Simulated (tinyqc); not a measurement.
Potential-pH (Pourbaix) lines of a metal, its cation, its oxide and an oxyanion, with a complexing ligand. From corrosion potential E_corr back to limiting current density i_L. Computed by tinyqc, a small Python program. Command: `OMP_NUM_THREADS=1 python tinyqc.py 3021166 3021167 out.jsonl pourb inv`. One thread of a shared host (Intel(R) Xeon(R) Processor @ 2.30GHz), about 0.02 s of CPU time with the checks.

Potentials are against the standard hydrogen electrode; solids and water have unit activity; dG_f of M, H+ and the electron is zero; F = e N_A and s = R T ln(10)/F. The cation carries z = 2.

Inputs (values chosen for the exercise, for a model metal):
```
quantity                                      value      unit
dG_f of the cation                           -44.71    kJ/mol
dG_f of the oxide                           -221.28    kJ/mol
dG_f of the oxyanion                        -270.74    kJ/mol
dG_f of water                               -237.14    kJ/mol
temperature T                                298.15         K
log10 of the dissolved activity a                -2         -
pH                                              5.3         -
potential E                                    0.51         V
log10 of the stability constant beta of ML      9.5         -
pKa of HL                                       5.2         -
total ligand c_L                              0.044     mol/L
molar volume V_m                               6.59  cm^3/mol
```

Species: M, M2+, MO, MO2(2-).

exchange current densities, metal and cathodic (A/cm^2): 1.6e-07  2.9e-10

Tafel slopes, anodic and cathodic (mV/decade): 70  110

Constants: R = 8.314462618 J/(mol K); e = 1.602176634e-19 C; N_A = 6.02214076e+23 1/mol.

Method:
- M2+ + 2e = M; MO + 2H+ + 2e = M + H2O; MO2(2-) + 4H+ + 2e = M + 2H2O. For each, E0 = -dG/(z F), and E = E0 + (s/z) log10 a - (s n_H/z) pH, with no activity term for the oxide.
- The metal is stable below the lowest of the three lines; above it, the species of the lowest line is stable. Water lines at 1 bar: hydrogen E = -s pH, oxygen E = -dG_f(water)/(2F) - s pH.
- The free ligand is c_L/(1 + 10^(pKa - pH)) (ligand in excess); dissolved metal is a in all, so the free cation is a/alpha, alpha = 1 + beta [L]; the cation line drops by (s/z) log10 alpha.
- Anodic i = i0a 10^((E - E_a)/b_a) with E_a the cation line with ligand; cathodic i = i0c 10^((E_c - E)/b_c) with E_c the oxygen line; supply caps the cathodic current, 1/i_c = 1/i(Tafel) + 1/i_L. E_corr makes the two currents equal. Without the cap it would be [b_c E_a + b_a E_c + b_a b_c log10(i0c/i0a)]/(b_a + b_c). Rate = i V_m/(z F). Films are left out.

Problem. A run gave the result below. Find the limiting current density i_L, known to lie between 3e-05 and 5.9e-05 A/cm^2.

corrosion potential E_corr = -0.3506351 V

Solution.

Each step takes the trial c = (a f_b - b f_a)/(f_b - f_a), f being the result less the target and a, b, c the logarithms of the listed values; c replaces end b, the old b replaces a if the sign of f changed, and otherwise f_a is halved.

Scan of the range:
```
limiting current density i_L (A/cm^2)  corrosion potential E_corr (V)
3.00e-05                                                    -0.365113
3.36e-05                                                    -0.361668
3.76e-05                                                    -0.358248
4.21e-05                                                    -0.354812
4.71e-05                                                    -0.351400
5.27e-05                                                    -0.347985
5.90e-05                                                    -0.344552
```

False position (Illinois rule, in the logarithm of the input) inside the bracket:
```
step     end a     end b        trial  corrosion potential E_corr (V)
1     4.71e-05  5.27e-05  4.82999e-05                       -0.350635
```

Corrosion potential E_corr rises at every point of a 13-point scan of the range (every second point is shown), so one value fits; it is bracketed by 4.71e-5 and 5.27e-5. Answer: limiting current density i_L = 4.830e-5 A/cm^2.

Caution: other oxidation states, hydroxides and hydrides are left out, and the lines say nothing of rates. Caution: the ligand is not in tenfold excess over the metal, as assumed. Caution: E_corr lies below the hydrogen line, so hydrogen evolution, left out here, adds cathodic current.
